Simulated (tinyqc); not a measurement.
# Inputs raised by 2 %, one at a time

Model: strain, valley repopulation and piezoresistance in a many-valley conduction band. Computed by tinyqc, a small Python program. Command: `OMP_NUM_THREADS=1 python tinyqc.py 3013506 3013507 out.jsonl valleys sens`. One thread of a shared host (Intel(R) Xeon(R) Processor @ 2.30GHz), about 0.04 s of CPU time with the checks.

Valleys are ellipsoids with mass m_l along the axis a and m_t across it, parabolic, with one constant relaxation time; strain shifts the valleys and leaves the masses alone. Currents are taken along [100], in the plane, and along [001], across the plane.

Inputs (values chosen for the exercise, for a model crystal):
```
quantity                               value    unit
longitudinal mass m_l                   1.16     m_0
transverse mass m_t                    0.159     m_0
shear deformation potential Xi_u           9      eV
dilation deformation potential Xi_d     0.89      eV
C11                                      170     GPa
C12                                       70     GPa
C44                                     75.7     GPa
stress X (tension positive)             1200     MPa
electron density n                   4.9e+16  1/cm^3
relaxation time tau                      120      fs
temperature T                            300       K
```

Valley axes: <100> (6 valleys in 3 pairs). Load: biaxial in the (001) plane.

Constants: k_B = 8.617333262e-05 eV/K; m_0 = 9.1093837015e-31 kg; k_B = 1.380649e-23 J/K; hbar = 1.054571817e-34 J s; e = 1.602176634e-19 C.

Method:
- Compliances S11 = (C11 + C12)/((C11 - C12)(C11 + 2 C12)), S12 = -C12/((C11 - C12)(C11 + 2 C12)), S44 = 1/C44; stress sigma_xx = sigma_yy = X, all else 0; e_xx = S11 sigma_xx + S12 (sigma_yy + sigma_zz), e_xy = S44 sigma_xy/2 (tensor strain).
- Herring-Vogt shift of a valley with unit axis a: dE = Xi_d tr(e) + Xi_u a.e.a.
- Each of the 6 valleys holds n_v = N_v (2/sqrt(pi)) F_1/2((E_F - dE_v)/(k_B T)), N_v = 2 (m_d k_B T/(2 pi hbar^2))^(3/2), m_d = (m_l m_t^2)^(1/3); E_F solves sum n_v = n and is counted from the unstrained edge.
- F_j(eta) = int_0^infinity x^j/(1 + exp(x - eta)) dx, without a gamma-function factor. It is evaluated after integrating by parts.
- Integrals over x = E/(k_B T) use 160 Gauss-Legendre points in u = sqrt(x) from 0 to sqrt(max(eta, 0) + 32).
- Mobility tensor mu = e tau sum_v (n_v/n) [1/m_t + (1/m_l - 1/m_t) a a^T]; unstrained mu_0 = e tau (1/m_l + 2/m_t)/3; resistivity along d from the inverse tensor, rho_d = d.mu^-1.d/(n e), mobility along d = 1/(d.mu^-1.d); gauge pi_d = (rho_d/rho_0 - 1)/X.
- With eta_0 the reduced Fermi level without strain, r = F_-1/2(eta_0)/(2 F_1/2(eta_0)) (1 for a classical gas) and c = r (Xi_u/k_B T) (m_l - m_t)/(2 m_l + m_t): pi11 = -(2/3) c (S11 - S12), pi12 = -pi11/2, pi44 = 0, with S11 - S12 = 1/(C11 - C12).

Runs; columns: (1) input moved; (2) from; (3) to; (4) mobility along the first direction (cm^2/(V s)); (5) mobility along the second direction (cm^2/(V s)); (6) splitting (highest minus lowest) (meV); (7) degeneracy factor r:
```
(1)                                        (2)        (3)   (4)    (5)    (6)     (7)
base run                                     -          -  1310  216.1  108.0  0.9993
longitudinal mass m_l (m_0)               1.16     1.1832  1310  212.6  108.0  0.9993
transverse mass m_t (m_0)                0.159    0.16218  1285  215.3  108.0  0.9993
shear deformation potential Xi_u (eV)        9       9.18  1312  213.4  110.2  0.9993
C11 (GPa)                                  170      173.4  1308  221.0  104.4  0.9993
C44 (GPa)                                 75.7     77.214  1310  216.1  108.0  0.9993
electron density n (1/cm^3)            4.9e+16  4.998e+16  1310  216.1  108.0  0.9993
temperature T (K)                          300        306  1309  218.9  108.0  0.9993
```

Exponents ln(y'/y) / ln(x'/x); columns: (1) input; (2) mobility along the first direction; (3) mobility along the second direction; (4) splitting (highest minus lowest); (5) degeneracy factor r:
```
(1)                                  (2)     (3)     (4)     (5)
longitudinal mass m_l             -0.002  -0.816   0.000   0.000
transverse mass m_t               -0.998  -0.182   0.000   0.001
shear deformation potential Xi_u   0.051  -0.626   1.000   0.000
C11                               -0.094   1.122  -1.688   0.000
C44                                0.000   0.000   0.000   0.000
electron density n                 0.000   0.000   0.000  -0.001
temperature T                     -0.054   0.654   0.000   0.001
```

Among the inputs moved here: mobility along the first direction answers most in size to transverse mass m_t (exponent -0.998), next to C11 (-0.094); its exponent is below 0.0005 for C44, electron density n. Mobility along the second direction answers most in size to C11 (exponent +1.122), next to longitudinal mass m_l (-0.816); its exponent is below 0.0005 for C44, electron density n. Splitting (highest minus lowest) answers most in size to C11 (exponent -1.688), next to shear deformation potential Xi_u (+1.000); its exponent is below 0.0005 for longitudinal mass m_l, transverse mass m_t, C44, electron density n, temperature T. degeneracy factor r hardly depends on these (all exponents below 0.005).

Extremes, crossings and ranges named in words are read from the listed rows.
